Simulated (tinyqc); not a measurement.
Molecular dynamics of a small cluster by velocity Verlet steps: one step, computed by the program tinyqc.

E = sum_i {sum_j A exp(-p (r_ij/r0 - 1)) - xi sqrt(rho_i)}, rho_i = sum_j exp(-2 q (r_ij/r0 - 1)); the force on i is -sum_j w_ij (R_i - R_j)/r_ij with w_ij = -(2p/r0) A exp(-p (r_ij/r0 - 1)) + (xi q/r0) exp(-2 q (r_ij/r0 - 1)) (rho_i^(-1/2) + rho_j^(-1/2)).

Problem. Step 1. Velocity Verlet: a = c F/M with c = 9.648533212e-3 angstrom/fs^2 per eV/(angstrom u); R(new) = R + v dt + a dt^2/2; v(new) = v + (a + a(new)) dt/2. Kinetic energy K = M v^2/(2c); temperature T = 2K/((3N - 3) k_B), rotation of the cluster included.

Inputs (values chosen for the exercise, for model atoms):
```
quantity       value      unit
length r0       2.98  angstrom
repulsion A    0.095        eV
hopping xi      1.15        eV
decay p         11.7         -
decay q         3.36         -
atomic mass M    100         u
time step dt     4.8        fs
```

Potential: Gupta. Thermostat: none.

starting positions (angstrom):
```
            x     y      z
atom 1  -0.06  0.04      0
atom 2   2.78  0.06   0.05
atom 3   1.45  2.43  -0.11
atom 4   1.46   0.8   2.23
```

starting velocities (angstrom/fs):
```
               x         y         z
atom 1  -0.00274  -0.00115   -0.0011
atom 2   0.00179  -0.00069   0.00157
atom 3    0.0011   0.00087  -0.00244
atom 4  -0.00015   0.00097   0.00197
```

Constants: 1 eV/(angstrom u) = 9.648533212e-03 angstrom/fs^2; k_B = 8.617333262e-05 eV/K.

Give: positions after step 1; new forces; velocities after step 1; total energy.

Solution.

positions after step 1 (angstrom):
```
             x      y       z
atom 1  -0.072  0.035  -0.005
atom 2   2.788  0.057   0.057
atom 3   1.455  2.434  -0.121
atom 4   1.459  0.805   2.239
```

new forces (eV/angstrom):
```
              x        y        z
atom 1   0.8440   0.4800   0.2933
atom 2  -0.3501   0.0334  -0.1842
atom 3  -0.1842  -0.6964   0.3573
atom 4  -0.3097   0.1830  -0.4664
```

velocities after step 1 (angstrom/fs):
```
                x          y          z
atom 1  -0.002377  -0.000942  -0.000976
atom 2   0.001656  -0.000691   0.001471
atom 3   0.001015   0.000575  -0.002285
atom 4  -0.000294   0.001059   0.001789
```

total energy = -7.281 eV
